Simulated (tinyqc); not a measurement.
Lorentz oscillators and the Kramers-Kronig relations, step by step. Values are carried at full precision from step to step, so a last printed digit may differ when a step is redone from the rounded ones.

eps(E) = 1 + sum_j S_j/(E0_j^2 - E^2 - i G_j E).

Constants: hbar c = 1973.269805 eV angstrom; hbar^2/2m0 = 3.80998211 eV angstrom^2; e^2/(4 pi eps0) = 14.39964547 eV angstrom.

Parameters, chosen for this exercise: E0 = (10.89, 11.19) eV (resonances); G = (0.56, 0.96) eV (widths); S = (20.2, 35) eV^2 (strengths); E = 5.36 eV (photon energy); h = 0.4 eV (grid step); M = 40 (grid points E_j = j h); i = 17 (grid index at which eps1 is wanted).

## Dielectric function at one energy

Evaluate each oscillator and the sum.

terms: 0.2245+0.0075i  0.3617+0.0193i

eps(E) = 1.5863+0.0268i
eps(0) = 1.4498

## Optical constants

n + i k = sqrt(eps1 + i eps2) with k >= 0; R = ((n - 1)^2 + k^2)/((n + 1)^2 + k^2) at normal incidence from vacuum; alpha = 2 E k/(hbar c), times 1e8 for 1/cm; loss function Im(-1/eps) = eps2/(eps1^2 + eps2^2).

Convert eps at the photon energy E into the optical constants.

n = 1.2595
k = 0.0106
R = 0.0132
alpha = 5.78e+03 1/cm
loss function = 0.0106
vacuum wavelength hc/E (hc = 1239.841984 eV nm) = 231.3 nm

The intensity falls to 1/e within 1.73e+03 nm.

## Absorptive part on the grid

Tabulate eps2 at E_j = j h.

eps2(E_j), j = 1 .. M: 0.0012  0.0024  0.0036  0.0049  0.0063  0.0078  0.0094  0.0112  0.0132  0.0156  0.0182  0.0214  0.0251  0.0296  0.0352  0.0421  0.0510  0.0627  0.0786  0.1008  0.1333  0.1836  0.2675  0.4232  0.7616  1.7188  5.0292  4.7230  2.2860  1.0269  0.5448  0.3308  0.2204  0.1567  0.1168  0.0902  0.0717  0.0583  0.0482  0.0405

## eps1 at one grid point

Kramers-Kronig: eps1(E) = 1 + (2/pi) P integral_0^infinity E1 eps2(E1)/(E1^2 - E^2) dE1. Maclaurin rule on the grid E_j = j h, j = 1 .. M: eps1(E_i) = 1 + (4 h/pi) sum over j with j - i odd of E_j eps2(E_j)/(E_j^2 - E_i^2); nothing is added above E_M.

List the terms E_j eps2_j/(E_j^2 - E_i^2) for j - i odd, add them and form eps1.

terms in order of j (1/eV): 0.0000  -0.0002  -0.0005  -0.0010  -0.0021  -0.0044  -0.0111  -0.0511  0.0807  0.0454  0.0518  0.0885  0.2887  0.6679  0.1261  0.0360  0.0154  0.0081  0.0048  0.0031

sum = 1.346 1/eV
eps1(E_i) = 1.685

The oscillator formula gives 1.719 at E_i = 6.8 eV. The rule samples every 2h = 0.8 eV against a narrowest width of 0.56 eV and stops at 16 eV; coarse sampling and the missing tail make the difference.

## The f-sum on the grid

W(E_M) = (2/pi) h sum_j E_j eps2_j, with half weight on the last point; the full integral equals sum S_j = (hbar omega_p)^2, and the electron density follows from (hbar omega_p)^2 = 8 pi c (e^2/(4 pi eps0)) N with c = hbar^2/2m0.

W(E_M) = 52.50 eV^2
sum S = 55.20 eV^2
share reached on this grid (a step near the line widths can inflate it) = 0.951
hbar omega_p = 7.430 eV
N = 4.00e+22 1/cm^3

## Checks

- The value of eps1 at 5.367 eV from a fine, long grid (with the tail of eps2 ~ 1/E^3 added) against the oscillator formula: both 1.59.

Run: tinyqc, `OMP_NUM_THREADS=1 python tinyqc.py 1682354 1682355 out.jsonl`; Intel(R) Xeon(R) Processor @ 2.30GHz, one thread, shared host; about 0.2 s of CPU time with all checks.
